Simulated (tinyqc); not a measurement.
From results to parameters: diatomic chain. Computed by the program tinyqc.

Problem. A chain of two alternating masses has one spring constant k; at the zone edge omega^2 = 2k/M and 2k/m, and wavenumber = 521.4708 sqrt(omega^2) with omega^2 in eV/(angstrom^2 u). Find k, the heavier mass and the optical wavenumber at q = 0.

wavenumbers at the zone edge (cm^-1): 161.973393  297.166196
lighter mass = 38.800000 u

Solution. The upper value gives k = m omega^2/2, the ratio of the squares gives M/m, and at q = 0 omega^2 = 2k (1/m + 1/M), the sum of the two.

k = 6.300 eV/angstrom^2
heavier mass = 130.600 u
optical wavenumber at q = 0 = 338.4422 cm^-1
